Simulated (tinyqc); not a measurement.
# From pairing time constant back to impurity migration energy E_m

Model: dopants and charged point defects at anneal temperature: Fermi-level effect, clustering and pairing. Computed by tinyqc, a small Python program. Command: `OMP_NUM_THREADS=1 python tinyqc.py 3008517 3008518 out.jsonl pairing inv`. One thread of a shared host (Intel(R) Xeon(R) Processor @ 2.30GHz), about 0.01 s of CPU time with the checks.

Boltzmann statistics and full ionisation of active dopants. Energies are counted from the valence band; the defect (a vacancy or self-interstitial) has five charge states, with all degeneracy factors one.

Inputs (values chosen for the exercise, with bands modelled on 4H-SiC):

| quantity | value | unit |
|---|---|---|
| site density N_s | 2.5e+22 | cm^-3 |
| pair binding energy E_b | 0.51 | eV |
| pair configurations Z | 4 | - |
| storage temperature T_2 | 500 | K |
| impurity diffusion prefactor D_0 | 0.0083 | cm^2/s |
| dielectric constant eps | 9.44 | - |
| active dopant density in the stored part N_2 | 9.6e+15 | cm^-3 |

Dopant: acceptor. Second part: pairing with a mobile impurity.

Constants: k_B = 8.617333262e-05 eV/K; e^2/(4 pi eps_0) = 14.39964548 eV angstrom.

Method. An oppositely charged mobile impurity (density M) pairs with the dopant: pairs/free = Z (N_2/N_s) exp(E_b/k_B T_2) for M << N_2; capture radius R = e^2/(4 pi eps eps_0 k_B T_2); D_m = D_0 exp(-E_m/k_B T_2); association rate 4 pi R D_m N_2; dissociation rate = association rate/(pairs/free); tau = 1/(sum of both). Trapping slows long-range motion to D_m/(1 + pairs/free).

Question. A run gave the result below. Find the impurity migration energy E_m, known to lie between 0.35 and 0.72 eV.

pairing time constant = 1.164844e-05 s

Answer.

Each step takes the trial c = (a f_b - b f_a)/(f_b - f_a), f being the result less the target and a, b, c the logarithms of the listed values; c replaces end b, the old b replaces a if the sign of f changed, and otherwise f_a is halved.

Scan of the range:

| impurity migration energy E_m (eV) | pairing time constant (s) |
|---|---|
| 0.350 | 1.66572e-06 |
| 0.395 | 4.73348e-06 |
| 0.445 | 1.51063e-05 |
| 0.502 | 5.67144e-05 |
| 0.566 | 2.50487e-04 |
| 0.638 | 1.33203e-03 |
| 0.720 | 8.93381e-03 |

False position (Illinois rule, in the logarithm of the input) inside the bracket:

| step | end a | end b | trial | pairing time constant (s) |
|---|---|---|---|---|
| 1 | 0.395000 | 0.445000 | 0.427666 | 1.01027e-05 |
| 2 | 0.445000 | 0.427666 | 0.432947 | 1.14202e-05 |
| 3 | 0.445000 | 0.432947 | 0.434336 | 1.17942e-05 |
| 4 | 0.432947 | 0.434336 | 0.433794 | 1.16469e-05 |
| 5 | 0.434336 | 0.433794 | 0.433800 | 1.16484e-05 |
| 6 | 0.434336 | 0.433800 | 0.433800 | 1.16485e-05 |
| 7 | 0.433800 | 0.433800 | 0.433800 | 1.16484e-05 |

Pairing time constant rises at every point of a 13-point scan of the range (every second point is shown), so one value fits; it is bracketed by 0.395 and 0.445. Answer: impurity migration energy E_m = 0.4338 eV.
